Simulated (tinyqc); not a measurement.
# Small-signal admittance of a forward-biased p+-n diode, step by step

Numbers from tinyqc (`OMP_NUM_THREADS=1 python tinyqc.py 2890101 2890102 out.jsonl`; about 0.01 s on one thread of a shared Intel Xeon 2.30GHz). Printed values are rounded.

Holes injected into a neutral base of width wb with an ohmic contact at its end; low injection, p0 far above the equilibrium density. A small voltage v exp(i w t), w = 2 pi f, modulates the edge density by p0 v/Vt, and the small-signal density obeys Dp d2p/dx2 = (1/tau + i w) p.

Inputs (values chosen for the exercise); permittivity close to that of silicon:

| symbol | value | unit | meaning |
|---|---|---|---|
| T | 300 | K | temperature |
| eps_r | 11.7 |  | relative permittivity |
| Nd | 9.3e16 | cm^-3 | donor density of the base |
| Dp | 7.4 | cm^2/s | hole diffusion coefficient |
| tau | 2e-6 | s | hole lifetime |
| wb | 6.2 | um | width of the neutral base |
| p0 | 3.8e14 | cm^-3 | excess hole density at the junction edge |
| Na | 2e19 | cm^-3 | acceptor density of the p+ side |
| f | 1.8e7 | Hz | signal frequency |

Constants: q = 1.602176634e-19 C, kB = 1.380649e-23 J/K, Vt = kB T/q, eps0 = 8.8541878128e-14 F/cm where lengths are in cm. Results are converted to the units shown.

## Closed-form admittance

L = sqrt(Dp tau); direct current J = (q Dp p0/L) coth(wb/L); k = sqrt(1 + i w tau)/L; diffusion admittance Y = (q Dp p0/Vt) k coth(k wb) = G + i w C_diff; junction capacitance C_j = sqrt(q eps0 eps_r Nd/(2 Vr)) in the depletion approximation, with the remaining barrier Vr = Vt ln(Na/p0), a rough value under forward bias; base-width modulation is left out.

L = 38.4708 um
J = 0.732945 A/cm^2
k wb = 1.71770+1.71012i
Y = 44.5731+45.9792i S/cm^2
C_diff = 0.406546 uF/cm^2
C_j = 0.165716 uF/cm^2

G is 1.57 times its low-frequency value J/Vt, and C_diff is 2.45 times C_j.

## The same by finite differences

6 equal intervals, h = wb/6; u = small-signal density over its edge value, u_0 = 1, u_6 = 0; u_(i-1) + b u_i + u_(i+1) = 0 with b = -2 - h^2 (1/tau + i w)/Dp; Y = (q Dp p0/(Vt h)) (-b/2 - u_1), which includes the half box at the edge.

b = -2.00072-0.16319i
u, node 1 to 5: [0.740779-0.196299i, 0.514126-0.271851i, 0.332209-0.263696i, 0.193565-0.201518i, 0.087947-0.107896i]
Y on the mesh = 43.7790+46.8677i S/cm^2

Against the closed form the real part is 1.8 % below it and the imaginary part 1.9 % above it; |k h| = 0.40.
